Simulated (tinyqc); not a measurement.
Deep-level transient spectroscopy: two steps of the calculation.

Schottky contact on an n-type layer with shallow donors Nd (all ionised) and a donor-like deep trap, neutral when filled and positive when empty; depletion approximation. Traps within lam of the depletion edge stay filled. A long pulse to Vp fills the traps beyond x1 = Wp - lam; back at Vr those between x1 and x2 = Wr - lam emit. A rate window reads S = C(t2) - C(t1).

Parameters, values chosen for the exercise; material values close to those of indium phosphide:
```
symbol    value   unit                                      meaning
eps_r      12.3                               relative permittivity
Nc      5.67e17  cm^-3   conduction-band density of states at 300 K
Nd       6.3e14  cm^-3                        shallow donor density
Vbi        0.66      V                             built-in voltage
Et         0.38     eV  depth of the trap below the conduction edge
Nt       1.4e13  cm^-3                                 trap density
Vr          5.3      V                                 reverse bias
Vp            0      V        reverse bias during the filling pulse
t1           10     ms                          first sampling time
t2           40     ms                         second sampling time
T           234      K                 temperature of the transient
```

Constants: q = 1.602176634e-19 C, kB = 1.380649e-23 J/K, eps0 = 8.8541878128e-14 F/cm where lengths are in cm. Results are converted to the units shown.

Task 1. Widths. lam = sqrt(2 eps0 eps_r (EF - ET)/(q Nd)), EF - ET = Et - (kB T/q) ln(Nc(T)/Nd), Nc(T) = Nc (T/300 K)^1.5. In the steady state at the band bending V, 2 eps0 eps_r V/q = Nd W^2 + Nt (W - lam)^2 (the second term only if W > lam). V = Vbi + Vr gives Wr and V = Vbi + Vp gives Wp; x1 = max(Wp - lam, 0).

Find: lam; Wr; Wp; x1; x2; G = (x2^2 - x1^2)/Wr^2.

Result 1.

lam = 735.00 nm
Wr = 3561.4 nm
Wp = 1191.5 nm
x1 = 456.46 nm
x2 = 2826.4 nm
G = (x2^2 - x1^2)/Wr^2 = 0.61341

Task 2. The transient. W(t)^2 = Wr^2 + (Nt/Nd)(x2^2 - x1^2) exp(-en t), C = eps0 eps_r/W; for small Nt, dC/C = -(Nt/2 Nd) G exp(-en t) with G = (x2^2 - x1^2)/Wr^2. S = C(t2) - C(t1).

| sample | t (ms) |
|---|---|
| 0 | 0 |
| 1 | 5 |
| 2 | 10 |
| 3 | 25 |
| 4 | 40 |
| 5 | 80 |
| 6 | 200 |

en = 65.992482 1/s
Wr = 3561.4052 nm
G = (x2^2 - x1^2)/Wr^2 = 0.61340576

Wanted: C; C - C(final); S.

Result 2.

| sample | C (nF/cm^2) | C - C(final) (pF/cm^2) |
|---|---|---|
| 0 | 3.037 | -20.63 |
| 1 | 3.043 | -14.88 |
| 2 | 3.047 | -10.72 |
| 3 | 3.054 | -4.00 |
| 4 | 3.056 | -1.49 |
| 5 | 3.058 | -0.11 |
| 6 | 3.058 | 0.00 |

S = 9.230 pF/cm^2

Numbers from tinyqc (`OMP_NUM_THREADS=1 python tinyqc.py 2050017 2050018 out.jsonl`; about 0.01 s on one thread of a shared Intel Xeon 2.30GHz).
